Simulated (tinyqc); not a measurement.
Electron mobility in a silicon inversion layer, empirical terms and Matthiessen rule: two steps of the calculation.

Inversion layer of sheet density Ns on a uniformly doped body, under a high-permittivity gate with an interlayer. The mobility terms are empirical power laws with prefactors chosen for the exercise; adding their inverses (Matthiessen) is itself an approximation.

Values chosen for this exercise; material values close to those of silicon:

| symbol | value | unit | meaning |
|---|---|---|---|
| T | 350 | K | temperature |
| Nb | 1.9e17 | cm^-3 | body doping |
| Cox | 1.88 | uF/cm^2 | gate capacitance |
| Ap | 382 | cm^2/(V s) | phonon-limited mobility at 1 MV/cm and 300 K |
| As | 941 | cm^2/(V s) | roughness-limited mobility at 1 MV/cm |
| gs | 2 |  | exponent of the roughness term |
| Ac | 3300 | cm^2/(V s) | Coulomb prefactor |
| Nit | 6.4e10 | cm^-2 | charge at the interface |
| Ar | 150 | cm^2/(V s) | remote-phonon mobility without interlayer |
| ti | 1.1 | nm | interlayer thickness |
| lr | 0.6 | nm | decay length of remote phonons |
| Ns | 4.1e12 | cm^-2 | inversion density |
| WL | 1 |  | ratio W/L |
| Vd | 0.02 | V | drain voltage |

Problem 1. Mobility terms and their sum. With t = T/(300 K): muC = Ac (Ns/1e12 cm^-2) t/(Nb/1e17 cm^-3 + Nit/1e11 cm^-2), muP = Ap E^(-1/3) t^(-1.75), muS = As E^(-gs), muR = Ar exp(2 ti/lr)/t; 1/mu is the sum of the inverses.

E = 0.60554813 MV/cm

Wanted: terms; mu; shares of 1/mu.

Solution 1.

terms (cm^2/(V s)): Coulomb 6214.6, phonon 344.77, roughness 2566.2, remote phonon 5029.9
mu = 273.98 cm^2/(V s)
shares of 1/mu (%): Coulomb 4.4086, phonon 79.468, roughness 10.676, remote phonon 5.4470

The phonon term limits most.

Problem 2. Split C-V extraction. Q(Vg) is the trapezoid sum of Cgc from the first point (where Q is taken as 0); mu_eff = I/((W/L) Q Vd); mu_FE = (dI/dVg)/((W/L) Cox Vd) with a backward difference. Listed from point 4 on.

```
point  Vg (V)  Cgc (uF/cm^2)        I (uA)
0         0.1   2.2776008e-4  1.3949746e-8
1        0.15   8.5764333e-4  1.9775206e-7
2         0.2   0.0032265139  2.7963168e-6
3        0.25    0.012096252  3.9172260e-5
4         0.3    0.044767423  5.3020613e-4
5        0.35     0.15820729  0.0063813147
6         0.4     0.48338815   0.055417136
7        0.45      1.0639399    0.26701854
8         0.5      1.5619487    0.70311519
9        0.55      1.7835840     1.2502988
10        0.6      1.8534019     1.8043260
11       0.65      1.8728647     2.3285956
12        0.7      1.8781005     2.8159883
```

Wanted: Q; mu_eff; mu_FE.

Solution 2.

```
point  Q (uC/cm^2)  mu_eff (cm^2/(V s))  mu_FE (cm^2/(V s))
4         0.001934                13.71              0.2612
5         0.007008                45.53               3.112
6          0.02305                120.2               26.08
7          0.06173                216.3               112.6
8           0.1274                276.0               232.0
9           0.2110                296.3               291.1
10          0.3019                298.8               294.7
11          0.3951                294.7               278.9
12          0.4889                288.0               259.3
```

At the last point mu_FE is 10 % below mu_eff: where the mobility falls with gate voltage the slope of I understates it.

Program tinyqc, `OMP_NUM_THREADS=1 python tinyqc.py 2510102 2510103 out.jsonl`; Intel Xeon 2.30GHz, shared host, one thread, about 0.01 s.
